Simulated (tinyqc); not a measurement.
Worked calculation (part 1 of 2): RKS/B3LYP (VWN-RPA form) in the 6-311g basis, for H2, spin multiplicity 1. Computed by tinyqc, a small Python program that keeps every step (integrals from PySCF). Settings: charge = 0, multiplicity = 1, basis = 6-311g, energy threshold = 1e-08, iteration cap = 64, orthogonalisation = symmetric, start = highest core orbitals, DIIS depth = 0, method = RKS, functional = b3lyp, grid = [15, 50]. Command: `OMP_NUM_THREADS=1 python tinyqc.py 23423 23424 out.jsonl` (the two numbers bound the seeds that draw the settings). One thread of a shared host (Intel(R) Xeon(R) Processor @ 2.60GHz), about 0.2 s of CPU time with the checks. Later iterations appear only in the table of the cycle.

## One-electron integrals

Geometry (angstrom):
```
atom        x        y        z
H     0.00000  0.00000  0.00000
H     0.00000  0.00000  0.93000
```

Basis 6-311g: exponents (1/bohr^2) and contraction coefficients of normalised primitives:
```
element  l (shell)  exponent  coefficient
H            s (1)  33.86500      0.02549
H            s (1)   5.09479      0.19037
H            s (1)   1.15879      0.85216
H            s (2)   0.32584      1.00000
H            s (3)   0.10274      1.00000
```

Overlap, kinetic and nuclear-attraction integrals over the contracted functions; the nuclear repulsion is the sum of Za Zb / Rab.

nuclear repulsion = 0.5690078 hartree

overlap S, order 1H 1s, 1H 2s, 1H 3s, 2H 1s, 2H 2s, 2H 3s:
$$\begin{pmatrix}
1.00000 & 0.70638 & 0.37366 & 0.13364 & 0.31762 & 0.27876 \\
0.70638 & 1.00000 & 0.78896 & 0.31762 & 0.60459 & 0.61984 \\
0.37366 & 0.78896 & 1.00000 & 0.27876 & 0.61984 & 0.85328 \\
0.13364 & 0.31762 & 0.27876 & 1.00000 & 0.70638 & 0.37366 \\
0.31762 & 0.60459 & 0.61984 & 0.70638 & 1.00000 & 0.78896 \\
0.27876 & 0.61984 & 0.85328 & 0.37366 & 0.78896 & 1.00000
\end{pmatrix}$$

kinetic energy T (hartree), order 1H 1s, 1H 2s, 1H 3s, 2H 1s, 2H 2s, 2H 3s:
$$\begin{pmatrix}
2.30435 & 0.54912 & 0.10635 & -0.07461 & 0.11482 & 0.06383 \\
0.54912 & 0.48876 & 0.18488 & 0.11482 & 0.19637 & 0.12189 \\
0.10635 & 0.18488 & 0.15411 & 0.06383 & 0.12189 & 0.11759 \\
-0.07461 & 0.11482 & 0.06383 & 2.30435 & 0.54912 & 0.10635 \\
0.11482 & 0.19637 & 0.12189 & 0.54912 & 0.48876 & 0.18488 \\
0.06383 & 0.12189 & 0.11759 & 0.10635 & 0.18488 & 0.15411
\end{pmatrix}$$

nuclear attraction V (hartree), order 1H 1s, 1H 2s, 1H 3s, 2H 1s, 2H 2s, 2H 3s:
$$\begin{pmatrix}
-2.68004 & -1.46176 & -0.72658 & -0.29816 & -0.66678 & -0.55092 \\
-1.46176 & -1.45441 & -0.98518 & -0.66678 & -0.94156 & -0.81020 \\
-0.72658 & -0.98518 & -0.93262 & -0.55092 & -0.81020 & -0.82885 \\
-0.29816 & -0.66678 & -0.55092 & -2.68004 & -1.46176 & -0.72658 \\
-0.66678 & -0.94156 & -0.81020 & -1.46176 & -1.45441 & -0.98518 \\
-0.55092 & -0.81020 & -0.82885 & -0.72658 & -0.98518 & -0.93262
\end{pmatrix}$$

core Hamiltonian H = T + V (hartree), order 1H 1s, 1H 2s, 1H 3s, 2H 1s, 2H 2s, 2H 3s:
$$\begin{pmatrix}
-0.37569 & -0.91264 & -0.62024 & -0.37277 & -0.55196 & -0.48709 \\
-0.91264 & -0.96565 & -0.80030 & -0.55196 & -0.74518 & -0.68831 \\
-0.62024 & -0.80030 & -0.77851 & -0.48709 & -0.68831 & -0.71126 \\
-0.37277 & -0.55196 & -0.48709 & -0.37569 & -0.91264 & -0.62024 \\
-0.55196 & -0.74518 & -0.68831 & -0.91264 & -0.96565 & -0.80030 \\
-0.48709 & -0.68831 & -0.71126 & -0.62024 & -0.80030 & -0.77851
\end{pmatrix}$$

## Two-electron integrals

Functions are numbered as in S; the eight-fold symmetry (ij|kl) = (ji|kl) = (kl|ij) leaves the list below.

Two-electron integrals (ij|kl) in chemists' order, unique and non-zero (hartree):
```
(11|11) 1.39303   (21|11) 0.82297   (21|21) 0.50970   (22|11) 0.82290
(22|21) 0.54303   (22|22) 0.64411   (31|11) 0.41126   (31|21) 0.25776
(31|22) 0.27987   (31|31) 0.13079   (32|11) 0.54368   (32|21) 0.36577
(32|22) 0.45267   (32|31) 0.18980   (32|32) 0.32514   (33|11) 0.49402
(33|21) 0.34012   (33|22) 0.44599   (33|31) 0.17804   (33|32) 0.33178
(33|33) 0.36168   (41|11) 0.12971   (41|21) 0.08388   (41|22) 0.09525
(41|31) 0.04293   (41|32) 0.06552   (41|33) 0.06251   (41|41) 0.02183
(42|11) 0.21646   (42|21) 0.14780   (42|22) 0.18642   (42|31) 0.07701
(42|32) 0.13425   (42|33) 0.13651   (42|41) 0.04294   (42|42) 0.10177
(43|11) 0.16650   (43|21) 0.11503   (43|22) 0.14961   (43|31) 0.06022
(43|32) 0.10962   (43|33) 0.11462   (43|41) 0.03368   (43|42) 0.08486
(43|43) 0.07268   (44|11) 0.56652   (44|21) 0.39650   (44|22) 0.52890
(44|31) 0.20853   (44|32) 0.39087   (44|33) 0.41163   (44|41) 0.12971
(44|42) 0.35222   (44|43) 0.30492   (44|44) 1.39303   (51|11) 0.35222
(51|21) 0.22047   (51|22) 0.23882   (51|31) 0.11183   (51|32) 0.16181
(51|33) 0.15159   (51|41) 0.04294   (51|42) 0.07823   (51|43) 0.06096
(51|44) 0.21646   (51|51) 0.10177   (52|11) 0.43687   (52|21) 0.29285
(52|22) 0.35909   (52|31) 0.15175   (52|32) 0.25651   (52|33) 0.25918
(52|41) 0.06511   (52|42) 0.14122   (52|43) 0.11652   (52|44) 0.43687
(52|51) 0.14122   (52|52) 0.23544   (53|11) 0.34853   (53|21) 0.23858
(53|22) 0.30773   (53|31) 0.12460   (53|32) 0.22629   (53|33) 0.24063
(53|41) 0.05490   (53|42) 0.12890   (53|43) 0.11021   (53|44) 0.41788
(53|51) 0.11636   (53|52) 0.21120   (53|53) 0.20069   (54|11) 0.39650
(54|21) 0.27602   (54|22) 0.36534   (54|31) 0.14491   (54|32) 0.27000
(54|33) 0.28580   (54|41) 0.08388   (54|42) 0.22047   (54|43) 0.19135
(54|44) 0.82297   (54|51) 0.14780   (54|52) 0.29285   (54|53) 0.28170
(54|54) 0.50970   (55|11) 0.52890   (55|21) 0.36534   (55|22) 0.48025
(55|31) 0.19140   (55|32) 0.35631   (55|33) 0.38355   (55|41) 0.09525
(55|42) 0.23882   (55|43) 0.20818   (55|44) 0.82290   (55|51) 0.18642
(55|52) 0.35909   (55|53) 0.35027   (55|54) 0.54303   (55|55) 0.64411
(61|11) 0.30492   (61|21) 0.19135   (61|22) 0.20818   (61|31) 0.09713
(61|32) 0.14129   (61|33) 0.13266   (61|41) 0.03368   (61|42) 0.06096
(61|43) 0.04766   (61|44) 0.16650   (61|51) 0.08486   (61|52) 0.11652
(61|53) 0.09593   (61|54) 0.11503   (61|55) 0.14961   (61|61) 0.07268
(62|11) 0.41788   (62|21) 0.28170   (62|22) 0.35027   (62|31) 0.14629
(62|32) 0.25224   (62|33) 0.25853   (62|41) 0.05490   (62|42) 0.11636
(62|43) 0.09593   (62|44) 0.34853   (62|51) 0.12890   (62|52) 0.21120
(62|53) 0.18931   (62|54) 0.23858   (62|55) 0.30773   (62|61) 0.11021
(62|62) 0.20069   (63|11) 0.40163   (63|21) 0.27716   (63|22) 0.36579
(63|31) 0.14522   (63|32) 0.27330   (63|33) 0.30065   (63|41) 0.05593
(63|42) 0.12828   (63|43) 0.10968   (63|44) 0.40163   (63|51) 0.12828
(63|52) 0.23008   (63|53) 0.22028   (63|54) 0.27716   (63|55) 0.36579
(63|61) 0.10968   (63|62) 0.22028   (63|63) 0.26334   (64|11) 0.20853
(64|21) 0.14491   (64|22) 0.19140   (64|31) 0.07604   (64|32) 0.14149
(64|33) 0.15010   (64|41) 0.04293   (64|42) 0.11183   (64|43) 0.09713
(64|44) 0.41126   (64|51) 0.07701   (64|52) 0.15175   (64|53) 0.14629
(64|54) 0.25776   (64|55) 0.27987   (64|61) 0.06022   (64|62) 0.12460
(64|63) 0.14522   (64|64) 0.13079   (65|11) 0.39087   (65|21) 0.27000
(65|22) 0.35631   (65|31) 0.14149   (65|32) 0.26567   (65|33) 0.28987
(65|41) 0.06552   (65|42) 0.16181   (65|43) 0.14129   (65|44) 0.54368
(65|51) 0.13425   (65|52) 0.25651   (65|53) 0.25224   (65|54) 0.36577
(65|55) 0.45267   (65|61) 0.10962   (65|62) 0.22629   (65|63) 0.27330
(65|64) 0.18980   (65|65) 0.32514   (66|11) 0.41163   (66|21) 0.28580
(66|22) 0.38355   (66|31) 0.15010   (66|32) 0.28987   (66|33) 0.32681
(66|41) 0.06251   (66|42) 0.15159   (66|43) 0.13266   (66|44) 0.49402
(66|51) 0.13651   (66|52) 0.25918   (66|53) 0.25853   (66|54) 0.34012
(66|55) 0.44599   (66|61) 0.11462   (66|62) 0.24063   (66|63) 0.30065
(66|64) 0.17804   (66|65) 0.33178   (66|66) 0.36168
```

## Orthogonalisation

S = U s U^T; symmetric (Loewdin) form X = U s^(-1/2) U^T, so that X^T S X = 1.

eigenvalues of S: [0.04378, 0.13271, 0.25060, 0.77092, 1.11409, 3.68789]

X, order 1H 1s, 1H 2s, 1H 3s, 2H 1s, 2H 2s, 2H 3s:
$$\begin{pmatrix}
1.37631 & -0.75502 & 0.21451 & 0.04084 & -0.00830 & -0.04012 \\
-0.75502 & 2.24449 & -1.07679 & -0.00830 & -0.44176 & 0.29719 \\
0.21451 & -1.07679 & 2.44359 & -0.04012 & 0.29719 & -1.25875 \\
0.04084 & -0.00830 & -0.04012 & 1.37631 & -0.75502 & 0.21451 \\
-0.00830 & -0.44176 & 0.29719 & -0.75502 & 2.24449 & -1.07679 \\
-0.04012 & 0.29719 & -1.25875 & 0.21451 & -1.07679 & 2.44359
\end{pmatrix}$$

## Starting guess

The start is the highest orbitals of the core Hamiltonian (a deliberately bad start); D = 2 C_occ C_occ^T.

D at the start, order 1H 1s, 1H 2s, 1H 3s, 2H 1s, 2H 2s, 2H 3s:
$$\begin{pmatrix}
2.51031 & -2.88761 & 1.20915 & 2.51031 & -2.88761 & 1.20915 \\
-2.88761 & 3.32160 & -1.39088 & -2.88761 & 3.32160 & -1.39088 \\
1.20915 & -1.39088 & 0.58241 & 1.20915 & -1.39088 & 0.58241 \\
2.51031 & -2.88761 & 1.20915 & 2.51031 & -2.88761 & 1.20915 \\
-2.88761 & 3.32160 & -1.39088 & -2.88761 & 3.32160 & -1.39088 \\
1.20915 & -1.39088 & 0.58241 & 1.20915 & -1.39088 & 0.58241
\end{pmatrix}$$

## Iteration 1: exchange-correlation on the grid

Becke grid with 15 radial and 50 angular points per atom, points of zero weight dropped. rho = sum D_ij phi_i phi_j; V_xc,ij = sum w v_xc phi_i phi_j plus the gradient terms; v_xc is d(rho eps)/d rho at fixed gradient. Exact exchange is left to K.

The 12 grid points with the largest w rho, of 1490 (bohr, atomic units):
```
x                y        z        w      rho  |grad rho|^2    eps_xc      v_xc
1.49057   -0.49686  0.49686  0.30329  0.03418       0.00326  -0.24424  -0.28571
1.49057    0.49686  0.49686  0.30329  0.03418       0.00326  -0.24424  -0.28571
0.49686   -1.49057  0.49686  0.30329  0.03418       0.00326  -0.24424  -0.28571
-0.49686  -1.49057  0.49686  0.30329  0.03418       0.00326  -0.24424  -0.28571
-0.49686   1.49057  0.49686  0.30329  0.03418       0.00326  -0.24424  -0.28571
0.49686    1.49057  0.49686  0.30329  0.03418       0.00326  -0.24424  -0.28571
-1.49057  -0.49686  0.49686  0.30329  0.03418       0.00326  -0.24424  -0.28571
-1.49057   0.49686  0.49686  0.30329  0.03418       0.00326  -0.24424  -0.28571
1.49057   -0.49686  1.26059  0.30329  0.03418       0.00326  -0.24424  -0.28571
1.49057    0.49686  1.26059  0.30329  0.03418       0.00326  -0.24424  -0.28571
-0.49686  -1.49057  1.26059  0.30329  0.03418       0.00326  -0.24424  -0.28571
0.49686   -1.49057  1.26059  0.30329  0.03418       0.00326  -0.24424  -0.28571
```

electrons on the grid, sum of w rho = 1.99956

E_xc = sum of w rho eps_xc = -0.7027935 hartree

V_xc (hartree), order 1H 1s, 1H 2s, 1H 3s, 2H 1s, 2H 2s, 2H 3s:
$$\begin{pmatrix}
-0.85261 & -0.58889 & -0.29947 & -0.13176 & -0.28906 & -0.23198 \\
-0.58889 & -0.60675 & -0.38207 & -0.28906 & -0.41243 & -0.32298 \\
-0.29947 & -0.38207 & -0.31220 & -0.23198 & -0.32298 & -0.28357 \\
-0.13176 & -0.28906 & -0.23198 & -0.85261 & -0.58889 & -0.29947 \\
-0.28906 & -0.41243 & -0.32298 & -0.58889 & -0.60675 & -0.38207 \\
-0.23198 & -0.32298 & -0.28357 & -0.29947 & -0.38207 & -0.31220
\end{pmatrix}$$

## Iteration 1: building the Kohn-Sham matrix

J_ij = sum D_kl (ij|kl), K_ij = sum D_kl (ik|jl); F = H + J - 0.1 K + V_xc; E = tr D H + tr D J / 2 - 0.05 tr D K + E_xc + E_nn.

Coulomb J (hartree), order 1H 1s, 1H 2s, 1H 3s, 2H 1s, 2H 2s, 2H 3s:
$$\begin{pmatrix}
1.53821 & 0.96673 & 0.49464 & 0.19981 & 0.44812 & 0.37533 \\
0.96673 & 1.12332 & 0.79833 & 0.44812 & 0.72145 & 0.65194 \\
0.49464 & 0.79833 & 0.81090 & 0.37533 & 0.65194 & 0.71656 \\
0.19981 & 0.44812 & 0.37533 & 1.53821 & 0.96673 & 0.49464 \\
0.44812 & 0.72145 & 0.65194 & 0.96673 & 1.12332 & 0.79833 \\
0.37533 & 0.65194 & 0.71656 & 0.49464 & 0.79833 & 0.81090
\end{pmatrix}$$

exchange K (hartree), order 1H 1s, 1H 2s, 1H 3s, 2H 1s, 2H 2s, 2H 3s:
$$\begin{pmatrix}
0.53168 & 0.10806 & 0.02114 & 0.14178 & 0.02937 & 0.00832 \\
0.10806 & 0.10175 & 0.06369 & 0.02937 & 0.07616 & 0.05795 \\
0.02114 & 0.06369 & 0.05077 & 0.00832 & 0.05795 & 0.04872 \\
0.14178 & 0.02937 & 0.00832 & 0.53168 & 0.10806 & 0.02114 \\
0.02937 & 0.07616 & 0.05795 & 0.10806 & 0.10175 & 0.06369 \\
0.00832 & 0.05795 & 0.04872 & 0.02114 & 0.06369 & 0.05077
\end{pmatrix}$$

Kohn-Sham matrix F (hartree), order 1H 1s, 1H 2s, 1H 3s, 2H 1s, 2H 2s, 2H 3s:
$$\begin{pmatrix}
0.25674 & -0.54561 & -0.42719 & -0.31890 & -0.39584 & -0.34457 \\
-0.54561 & -0.45925 & -0.39040 & -0.39584 & -0.44378 & -0.36515 \\
-0.42719 & -0.39040 & -0.28488 & -0.34457 & -0.36515 & -0.28315 \\
-0.31890 & -0.39584 & -0.34457 & 0.25674 & -0.54561 & -0.42719 \\
-0.39584 & -0.44378 & -0.36515 & -0.54561 & -0.45925 & -0.39040 \\
-0.34457 & -0.36515 & -0.28315 & -0.42719 & -0.39040 & -0.28488
\end{pmatrix}$$

total energy of this density = 4.0015162 hartree

## Iteration 1: diagonalisation and new density

Diagonalise F' = X^T F X, C = X C', fill 1 alpha and 1 beta electrons from the bottom; D = 2 C_occ C_occ^T. Each column has its largest component positive (the first on a tie).

F' = X^T F X (hartree):
$$\begin{pmatrix}
1.22912 & -1.16870 & 0.05418 & -0.04091 & -0.12964 & -0.09214 \\
-1.16870 & 0.65186 & -0.33265 & -0.12964 & -0.17187 & 0.00843 \\
0.05418 & -0.33265 & 0.08745 & -0.09214 & 0.00843 & -0.10275 \\
-0.04091 & -0.12964 & -0.09214 & 1.22912 & -1.16870 & 0.05418 \\
-0.12964 & -0.17187 & 0.00843 & -1.16870 & 0.65186 & -0.33265 \\
-0.09214 & 0.00843 & -0.10275 & 0.05418 & -0.33265 & 0.08745
\end{pmatrix}$$

orbital energies (hartree): MO1 -0.63985, MO2 -0.12738, MO3 0.10013, MO4 0.24678, MO5 2.16456, MO6 2.19261

coefficients C, order 1H 1s, 1H 2s, 1H 3s, 2H 1s, 2H 2s, 2H 3s:
$$\begin{pmatrix}
0.18668 & 0.16600 & -0.04442 & -0.10608 & -1.07895 & -1.12865 \\
0.42389 & 0.56335 & -0.69743 & -1.19313 & 1.75777 & 1.24660 \\
0.00697 & 0.81390 & 0.87913 & 2.40271 & -1.18090 & -0.49810 \\
0.18668 & -0.16600 & -0.04442 & 0.10608 & 1.07895 & -1.12865 \\
0.42389 & -0.56335 & -0.69743 & 1.19313 & -1.75777 & 1.24660 \\
0.00697 & -0.81390 & 0.87913 & -2.40271 & 1.18090 & -0.49810
\end{pmatrix}$$

D after iteration 1, order 1H 1s, 1H 2s, 1H 3s, 2H 1s, 2H 2s, 2H 3s:
$$\begin{pmatrix}
0.06970 & 0.15826 & 0.00260 & 0.06970 & 0.15826 & 0.00260 \\
0.15826 & 0.35937 & 0.00591 & 0.15826 & 0.35937 & 0.00591 \\
0.00260 & 0.00591 & 0.00010 & 0.00260 & 0.00591 & 0.00010 \\
0.06970 & 0.15826 & 0.00260 & 0.06970 & 0.15826 & 0.00260 \\
0.15826 & 0.35937 & 0.00591 & 0.15826 & 0.35937 & 0.00591 \\
0.00260 & 0.00591 & 0.00010 & 0.00260 & 0.00591 & 0.00010
\end{pmatrix}$$

## Iteration 2: exchange-correlation on the grid

As before.

The 12 grid points with the largest w rho, of 1490 (bohr, atomic units):
```
x                y        z        w      rho  |grad rho|^2    eps_xc      v_xc
0.82663    0.00000  0.93081  0.09329  0.08885       0.02268  -0.32020  -0.38596
0.00000   -0.82663  0.93081  0.09329  0.08885       0.02268  -0.32020  -0.38596
-0.82663   0.00000  0.93081  0.09329  0.08885       0.02268  -0.32020  -0.38596
0.00000    0.82663  0.93081  0.09329  0.08885       0.02268  -0.32020  -0.38596
0.00000   -0.82663  0.82663  0.09329  0.08885       0.02268  -0.32020  -0.38596
0.00000    0.82663  0.82663  0.09329  0.08885       0.02268  -0.32020  -0.38596
-0.82663   0.00000  0.82663  0.09329  0.08885       0.02268  -0.32020  -0.38596
0.82663    0.00000  0.82663  0.09329  0.08885       0.02268  -0.32020  -0.38596
0.67494   -0.67494  1.08250  0.11366  0.07105       0.01775  -0.30326  -0.35857
-0.67494  -0.67494  1.08250  0.11366  0.07105       0.01775  -0.30326  -0.35857
0.67494    0.67494  1.08250  0.11366  0.07105       0.01775  -0.30326  -0.35857
-0.67494   0.67494  1.08250  0.11366  0.07105       0.01775  -0.30326  -0.35857
```

electrons on the grid, sum of w rho = 2.00002

E_xc = sum of w rho eps_xc = -0.5887535 hartree

V_xc (hartree), order 1H 1s, 1H 2s, 1H 3s, 2H 1s, 2H 2s, 2H 3s:
$$\begin{pmatrix}
-0.49963 & -0.30364 & -0.15328 & -0.06471 & -0.14151 & -0.11671 \\
-0.30364 & -0.32013 & -0.21332 & -0.14151 & -0.20882 & -0.17647 \\
-0.15328 & -0.21332 & -0.18479 & -0.11671 & -0.17647 & -0.16650 \\
-0.06471 & -0.14151 & -0.11671 & -0.49963 & -0.30364 & -0.15328 \\
-0.14151 & -0.20882 & -0.17647 & -0.30364 & -0.32013 & -0.21332 \\
-0.11671 & -0.17647 & -0.16650 & -0.15328 & -0.21332 & -0.18479
\end{pmatrix}$$

## Iteration 2: building the Kohn-Sham matrix

As before.

Coulomb J (hartree), order 1H 1s, 1H 2s, 1H 3s, 2H 1s, 2H 2s, 2H 3s:
$$\begin{pmatrix}
1.54639 & 1.01634 & 0.52391 & 0.22033 & 0.48168 & 0.39990 \\
1.01634 & 1.21357 & 0.86008 & 0.48168 & 0.78602 & 0.70448 \\
0.52391 & 0.86008 & 0.86191 & 0.39990 & 0.70448 & 0.76315 \\
0.22033 & 0.48168 & 0.39990 & 1.54639 & 1.01634 & 0.52391 \\
0.48168 & 0.78602 & 0.70448 & 1.01634 & 1.21357 & 0.86008 \\
0.39990 & 0.70448 & 0.76315 & 0.52391 & 0.86008 & 0.86191
\end{pmatrix}$$

exchange K (hartree), order 1H 1s, 1H 2s, 1H 3s, 2H 1s, 2H 2s, 2H 3s:
$$\begin{pmatrix}
0.91881 & 0.90875 & 0.62149 & 0.53386 & 0.72315 & 0.57101 \\
0.90875 & 1.02547 & 0.74369 & 0.72315 & 0.91696 & 0.71106 \\
0.62149 & 0.74369 & 0.55885 & 0.57101 & 0.71106 & 0.54836 \\
0.53386 & 0.72315 & 0.57101 & 0.91881 & 0.90875 & 0.62149 \\
0.72315 & 0.91696 & 0.71106 & 0.90875 & 1.02547 & 0.74369 \\
0.57101 & 0.71106 & 0.54836 & 0.62149 & 0.74369 & 0.55885
\end{pmatrix}$$

Kohn-Sham matrix F (hartree), order 1H 1s, 1H 2s, 1H 3s, 2H 1s, 2H 2s, 2H 3s:
$$\begin{pmatrix}
0.57919 & -0.29081 & -0.31176 & -0.27053 & -0.28412 & -0.26101 \\
-0.29081 & -0.17476 & -0.22790 & -0.28412 & -0.25968 & -0.23140 \\
-0.31176 & -0.22790 & -0.15728 & -0.26101 & -0.23140 & -0.16945 \\
-0.27053 & -0.28412 & -0.26101 & 0.57919 & -0.29081 & -0.31176 \\
-0.28412 & -0.25968 & -0.23140 & -0.29081 & -0.17476 & -0.22790 \\
-0.26101 & -0.23140 & -0.16945 & -0.31176 & -0.22790 & -0.15728
\end{pmatrix}$$

total energy of this density = -1.1224840 hartree

## Iteration 2: diagonalisation and new density

As before.

F' = X^T F X (hartree):
$$\begin{pmatrix}
1.49046 & -1.07253 & 0.04832 & -0.05065 & -0.13157 & -0.08766 \\
-1.07253 & 0.88372 & -0.33239 & -0.13157 & -0.12272 & 0.01648 \\
0.04832 & -0.33239 & 0.15522 & -0.08766 & 0.01648 & -0.10040 \\
-0.05065 & -0.13157 & -0.08766 & 1.49046 & -1.07253 & 0.04832 \\
-0.13157 & -0.12272 & 0.01648 & -1.07253 & 0.88372 & -0.33239 \\
-0.08766 & 0.01648 & -0.10040 & 0.04832 & -0.33239 & 0.15522
\end{pmatrix}$$

orbital energies (hartree): MO1 -0.34513, MO2 0.05145, MO3 0.23818, MO4 0.44963, MO5 2.30210, MO6 2.36257

coefficients C, order 1H 1s, 1H 2s, 1H 3s, 2H 1s, 2H 2s, 2H 3s:
$$\begin{pmatrix}
0.17528 & 0.11132 & -0.06938 & -0.12155 & -1.08433 & -1.12922 \\
0.28700 & 0.16920 & -0.77380 & -1.36262 & 1.71619 & 1.24056 \\
0.17004 & 1.52992 & 0.86647 & 2.04847 & -1.13714 & -0.49126 \\
0.17528 & -0.11132 & -0.06938 & 0.12155 & 1.08433 & -1.12922 \\
0.28700 & -0.16920 & -0.77380 & 1.36262 & -1.71619 & 1.24056 \\
0.17004 & -1.52992 & 0.86647 & -2.04847 & 1.13714 & -0.49126
\end{pmatrix}$$

D after iteration 2, order 1H 1s, 1H 2s, 1H 3s, 2H 1s, 2H 2s, 2H 3s:
$$\begin{pmatrix}
0.06145 & 0.10061 & 0.05961 & 0.06145 & 0.10061 & 0.05961 \\
0.10061 & 0.16474 & 0.09760 & 0.10061 & 0.16474 & 0.09760 \\
0.05961 & 0.09760 & 0.05783 & 0.05961 & 0.09760 & 0.05783 \\
0.06145 & 0.10061 & 0.05961 & 0.06145 & 0.10061 & 0.05961 \\
0.10061 & 0.16474 & 0.09760 & 0.10061 & 0.16474 & 0.09760 \\
0.05961 & 0.09760 & 0.05783 & 0.05961 & 0.09760 & 0.05783
\end{pmatrix}$$
